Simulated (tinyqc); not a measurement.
# Piezoresistors in the (001) plane of a cubic crystal: effect of the direction of the resistor

Plane stress in crystal axes x = [100], y = [010]. First-order piezoresistance: d rho_xx/rho = p11 sxx + p12 syy, d rho_yy/rho = p12 sxx + p11 syy, d rho_xy/rho = p44 sxy; a resistor along d = (cos th, sin th) changes by dR/R = d.(d rho/rho).d. Changes of geometry and second-order terms are left out.

For uniaxial stress along or across the current: pL = p11 - (A/2) sin^2(2 th), pT = p12 + (A/2) sin^2(2 th), A = p11 - p12 - p44. dR/R is for the given stress.

Values chosen for this exercise; coefficients close to those of lightly doped p-type silicon:
- p11 = 7.01 x 1e-11/Pa (piezoresistive coefficient)
- p12 = -1.13 x 1e-11/Pa (piezoresistive coefficient)
- p44 = 144 x 1e-11/Pa (piezoresistive coefficient)
- Sx = 244 MPa (stress sxx)
- Sy = 148 MPa (stress syy)
- St = -16 MPa (shear stress sxy)

Effect of the direction of the resistor:

| th (deg) | pL (1e-11/Pa) | pT (1e-11/Pa) | pL - pT (1e-11/Pa) | dR/R (%) |
|---|---|---|---|---|
| 0 | 7.0100 | -1.1300 | 8.1400 | 1.5432 |
| 10 | 14.956 | -9.0763 | 24.033 | 0.73162 |
| 20 | 35.077 | -29.197 | 64.274 | -0.029194 |
| 30 | 57.958 | -52.078 | 110.03 | -0.64748 |
| 45 | 74.940 | -69.060 | 144.00 | -1.1515 |
| 60 | 57.958 | -52.078 | 110.03 | -1.0382 |
| 75 | 23.992 | -18.113 | 42.105 | -0.33789 |
| 90 | 7.0100 | -1.1300 | 8.1400 | 0.76176 |

The sum pL + pT = p11 + p12 = 5.88 holds in every row. |pL - pT|, which sets the output of a bridge under uniaxial stress, is largest at 45 degrees (144) and is 8.14 at 0 degrees. The change dR/R goes from 1.54 through a minimum of -1.15 (at th = 45 deg among the rows listed) to 0.762 %.

Numbers from tinyqc (`OMP_NUM_THREADS=1 python tinyqc.py 2530018 2530019 out.jsonl`; about 0.01 s on one thread of a shared Intel Xeon 2.30GHz).
